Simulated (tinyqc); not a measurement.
Averaged masses of warped heavy- and light-hole bands: sweeps and comparisons. A value that a table varies takes the place of the one given here.

Four-band hole energies E = c k^2 f(u), c = hbar^2/2m0, f = g1 -/+ 2 sqrt(g2^2 + 3 (g3^2 - g2^2) s), s = ux^2 uy^2 + uy^2 uz^2 + uz^2 ux^2 for the unit vector u; minus for heavy, plus for light holes; the mass along u is 1/f.

Grid: n x n midpoints in cos(theta) from 0 to 1 and phi from 0 to pi/2, equal weights. m_d = <f^(-3/2)>^(2/3). Conductivity mass for one scattering time: 1/m_c = <|w|^2 f^(-5/2)>/<f^(-3/2)> with w = grad_k(k^2 f)/(2 k), that is |w|^2 = f^2 + |angular gradient of f|^2/4.

Parameters, chosen for this exercise (out of a larger set: near those of Ge; not measured data): g1 = 13.42 (Luttinger gamma1); g2 = 4.24 (gamma2); g3 = 5.72 (gamma3).

## Ways to average over directions

Heavy and light m_d on grids of growing n, against n = 160; also the three-direction rule <F> = (10 F[100] + 16 F[110] + 9 F[111])/35 and the spherical masses 1/(g1 (1 -/+ mu)), mu = (6 g3 + 4 g2)/(5 g1).

Masses (m0):
```
method             heavy   light  error heavy (%)  error light (%)
grid n = 1        0.4950  0.0403            42.63            -4.44
grid n = 2        0.3534  0.0418             1.84            -0.86
grid n = 3        0.3508  0.0420             1.10            -0.40
grid n = 5        0.3481  0.0421             0.32            -0.16
grid n = 10       0.3473  0.0421             0.08            -0.04
grid n = 160      0.3470  0.0422             0.00             0.00
three directions  0.3696  0.0423             6.50             0.35
spherical         0.3161  0.0422            -8.93             0.18
[100] alone       0.2024  0.0457           -41.67             8.30
```

What can be read from the table?

The heavy mass is within 1 % from grid n = 5 on. Three directions err by +6.50 %, the spherical form by -8.93 % and [100] alone by -41.7 %; for light holes the same three err by +0.35, +0.18 and +8.3 %. The power -3/2 weights the heavy directions near [111], which a mean of f misses.

## Cyclotron masses against the field direction

For the central orbit m_cyc is the mean of 1/f(u) over the directions u normal to B (360 points on the circle). B lies in the (1-10) plane at the angle from [001]; 54.7 degrees is [111], 90 is [110].

Masses (m0):
```
angle (degrees)   heavy   light
0.0              0.2793  0.0434
15.0             0.2961  0.0430
30.0             0.3389  0.0421
45.0             0.3734  0.0415
54.7             0.3783  0.0413
70.0             0.3746  0.0416
90.0             0.3718  0.0419
```

What can be read from the table?

The heavy mass is smallest at 0 and largest at 54.7 degrees of the angles listed, a spread of 35 %; the light mass varies by 5.0 %. The orbit normal to [001] has s between 0 and 1/4, the orbit normal to [111] has s = 1/4 all round, which gives 1/(g1 - sqrt(g2^2 + 3 g3^2)) = 0.3783. This is the classical limit; low Landau levels of holes depart from it.

## Several materials

The inputs are values chosen for the exercise; n = 40; delta = (g3 - g2)/g1.

Results:
```
case            g1    g2    g3  m_d heavy  m_c heavy  m_d light  delta
A near GaP    4.05  0.49  1.26      0.510      0.446     0.1658  0.190
B near GaSb  13.47  4.67  5.98      0.435      0.328     0.0410  0.097
C near InP    5.11  1.59  2.09      0.800      0.683     0.1123  0.098
D near Si     4.26  0.34  1.44      0.523      0.416     0.1559  0.258
E near Ge    13.32  4.27  5.69      0.356      0.282     0.0424  0.107
F near AlAs   3.77  0.82  1.42      0.780      0.642     0.1623  0.159
```

What does this show, and why?

Heavy masses span a factor of 2.2 and light ones 4.0: the coupling to the conduction band adds to g1, 2 g2 and 2 g3 alike, so it cancels for heavy holes and doubles for light ones. The ratio m_c/m_d of the heavy holes is lowest for B (0.75); delta is largest for D; the heavy band feels the warping rather through (g3 - g2)/(g1 - 2 g3), which runs from 0.50 to 0.87 here and is 0.87 for the case with the lowest ratio.

## What each parameter does

n = 40. Each row changes one parameter from the base and keeps the others.

Results:
```
case         m_d heavy (m0)  m_c heavy (m0)  m_d light (m0)  m_c light (m0)
base                 0.3470          0.2737          0.0422          0.0419
g1 = 13.823          0.3024          0.2501          0.0415          0.0413
g2 = 4.113           0.3401          0.2622          0.0423          0.0421
g3 = 5.548           0.3168          0.2678          0.0425          0.0424
```

What can be read from the table?

The largest shifts from the base row, up to three for each result and ties (the steps differ in size, so this ranks the rows, not the parameters). m_d heavy (m0): g1 -0.0447, g3 -0.0302, g2 -0.0070. m_c heavy (m0): g1 -0.0236, g2 -0.0116, g3 -0.0059. m_d light (m0): g1 -0.0007, g3 +0.0004, g2 +0.0002. m_c light (m0): g1 -0.0007, g3 +0.0004, g2 +0.0001.

Program tinyqc; command `OMP_NUM_THREADS=1 python tinyqc.py 1050815 1050816 out.jsonl`; about 0.02 s on one thread of a shared Intel(R) Xeon(R) Processor @ 2.30GHz.
